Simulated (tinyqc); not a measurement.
From results back to parameters: band folding and unfolding in a supercell of a chain. Four cases, with inputs chosen for the exercise.

Problem. A chain with hopping -t and site energies alternating +V, -V has E = -/+ sqrt(V^2 + 4 t^2 cos^2(ka)); the lower state has weight (1 + 2t cos(ka)/|E|)/2 on k and the rest on k + pi/a. The gap at ka = pi/2 and the full spread at k = 0 come from hidden t and V.

Find: V, t; weight of the lowest state on k = 0.

Method. The gap is 2V and the spread 2 sqrt(V^2 + 4t^2).

Case 1.

values (eV): gap 1.44000, spread at k = 0 5.31865

Solution.

V, t (eV): 0.720  1.280

weight of the lowest state on k = 0 = 0.9813

Case 2.

values (eV): gap 0.42000, spread at k = 0 3.46554

Solution.

V, t (eV): 0.210  0.860

weight of the lowest state on k = 0 = 0.9963

Case 3.

values (eV): gap 1.30000, spread at k = 0 4.35839

Solution.

V, t (eV): 0.650  1.040

weight of the lowest state on k = 0 = 0.9772

Case 4.

values (eV): gap 2.08000, spread at k = 0 6.53960

Solution.

V, t (eV): 1.040  1.550

weight of the lowest state on k = 0 = 0.9740

Computed by tinyqc, one run a case: `OMP_NUM_THREADS=1 python tinyqc.py N N+1 out.jsonl` with N = 1452297, 1452329, 1452429, 1452455; one thread of a shared Intel(R) Xeon(R) Processor @ 2.30GHz, about 0.01 s a run at most.
